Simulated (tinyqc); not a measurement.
Thin (001) film in sp3s* tight binding with raised dangling bonds: sweeps and comparisons. A value that a table varies takes the place of the one given here.

Planes alternate anion (a), cation (c) along [001], a/4 apart, starting with an anion; zero in-plane momentum; levels counted from the bulk Ev, the lower root of [[Epa, Vxx], [Vxx, Epc]]; no spin-orbit coupling. Block of s, pz, s*: from an anion to the cation above, Vss/2 (s,s), Vsapc/2 (s,z), -Vscpa/2 (z,s), Vxx/2 (z,z), Vxapc/2 (s*,z), -Vpaxc/2 (z,s*); to the cation below the same with the s-z and s*-z signs reversed. Block of u = (px + py)/sqrt2 and v = (px - py)/sqrt2: to the cation above (Vxx + Vxy)/2 for u and (Vxx - Vxy)/2 for v, to the cation below the reverse. Each surface atom has two dangling sp3 hybrids; raising both by dl adds (dl/2) [[1, t], [t, 1]] to its s, pz levels (t = -1 at the bottom face, +1 at the top) and dl to the one of u, v in whose plane the missing bonds lie (v for a bottom anion or a top cation, u for a top anion).

Values chosen for the exercise (near a published set for AlAs, fitted to gaps, whose masses and valley positions are rough; the results hold for these values, not for the real material):

| symbol | value | unit | meaning |
|---|---|---|---|
| p | (-7.462, 0.987, -1.173, 3.56, 7.486, 6.708, -6.64, 1.9, 4.328, 5.096, 5.516, 4.486, 5.023) | eV | order Esa, Epa, Esc, Epc, Exa, Exc, Vss, Vxx, Vxy, Vsapc, Vscpa, Vxapc, Vpaxc |
| Nw | 25 |  | planes in the thicker film |
| a | 5.664 | angstrom | lattice constant |
| dp | 30 | eV | value of dl for the passivated films |
| Ns | (7, 11, 16, 18, 26, 34, 43, 68) |  | numbers of planes |

## States in the gap of a film

edges (eV): Gamma 3.05051, Delta 2.30217

Levels between 0 and the lower bulk edge, the largest weight on the two outer planes of both faces among them, and the nearest levels outside, for several shifts dl.

Film of Nw planes:

| dl (eV) | levels in the gap | at (eV) | surface weight | next above (eV) | next below (eV) |
|---|---|---|---|---|---|
| 0 | 4 | 0.012, 0.108, 1.008, 1.008 | 0.85 | 2.3198 | -0.0474 |
| 1 | 4 | 0.325, 0.362, 1.879, 1.879 | 0.89 | 2.3198 | -0.0458 |
| 2 | 2 | 0.744, 0.758 | 0.69 | 2.3198 | -0.0451 |
| 3 | 2 | 1.235, 1.241 | 0.74 | 2.3198 | -0.0447 |
| 5 | 2 | 2.220, 2.227 | 0.71 | 2.3198 | -0.0442 |
| 10 | 0 | - | - | 2.3198 | -0.0438 |
| 30 | 0 | - | - | 2.3198 | -0.0434 |
| 100 | 0 | - | - | 2.3198 | -0.0433 |

Can the levels of the bare film be read as confined subbands?

No: with bare surfaces (dl = 0) 4 levels lie in the bulk gap, with up to 85 % of the weight on the four outer planes, two a face, where an even spread gives 16 %; these are dangling-bond states, not subbands. The reruns show the bulk gap clear from dl = 10 eV on, and at dl = 30 eV the next level above lies 0.0 meV from its value at 100 eV.

## Gap against thickness

Passivated films (finite dp, so levels can still be some meV from their limit), thickness N a/4. Highest level below mid-gap (either block) and the two lowest above it. The exponents are -d ln(shift)/d ln N between the sixth and the last film, for the valence level and for the lowest conduction level.

Levels (eV):

| N | thickness (angstrom) | Ev1 | Ec1 | Ec2 | gap |
|---|---|---|---|---|---|
| 7 | 9.91 | -0.3631 | 2.4843 | 2.7468 | 2.8474 |
| 11 | 15.58 | -0.1800 | 2.3675 | 2.4902 | 2.5476 |
| 16 | 22.66 | -0.0858 | 2.3324 | 2.3798 | 2.4182 |
| 18 | 25.49 | -0.0707 | 2.3273 | 2.3555 | 2.3979 |
| 26 | 36.82 | -0.0376 | 2.3182 | 2.3212 | 2.3558 |
| 34 | 48.14 | -0.0233 | 2.3123 | 2.3136 | 2.3355 |
| 43 | 60.89 | -0.0158 | 2.3085 | 2.3096 | 2.3244 |
| 68 | 96.29 | -0.0064 | 2.3049 | 2.3051 | 2.3113 |

exponents: valence 1.86, conduction 1.90

How do the results move?

The gap is 2.847 eV at 9.9 angstrom and 2.311 eV at 96.3, against 2.302 eV in the bulk along this line. At 18 planes the conduction side gives 25 meV of the widening and the valence side 71 meV. A hard-walled parabolic band has exponent 2; departures come from the offset between N a/4 and the effective width, from non-parabolicity and from the termination (odd and even N end differently: in the direction of the bond rows at the two faces and, in a compound, in the kind of atom), which also makes single steps in N uneven. Ec1 and Ec2 come from the neighbourhood of X.

## What each change does

A film of Nw planes with shift dp: highest level below mid-gap (half the lower bulk edge) and the two lowest above. Each row changes one parameter from the base and keeps the others.

Results:

| case | Ev1 (eV) | Ec1 (eV) | Ec2 (eV) |
|---|---|---|---|
| base | -0.0434 | 2.3198 | 2.3214 |
| Nw = 26 | -0.0376 | 2.3182 | 2.3212 |
| dp = 60 eV | -0.0433 | 2.3198 | 2.3214 |

How do the results move?

The largest shifts from the base row, up to three for each result and ties (the steps differ in size, so this ranks the rows, not the parameters). Ev1 (eV): Nw +0.0059, dp +0.0001. Ec1 (eV): Nw -0.0016; unchanged at the printed digits by dp. Ec2 (eV): Nw -0.0003; unchanged at the printed digits by dp. An odd change of Nw also changes which atoms end the film, so levels need not move as thickness alone would move them; the row for dp shows how far the passivation is from converged.

Computed by tinyqc, a small Python program: `OMP_NUM_THREADS=1 python tinyqc.py 1451010 1451011 out.jsonl` (the numbers bound the seed that draws the inputs); one thread of a shared host (Intel(R) Xeon(R) Processor @ 2.30GHz), about 0.4 s for the whole set of steps.
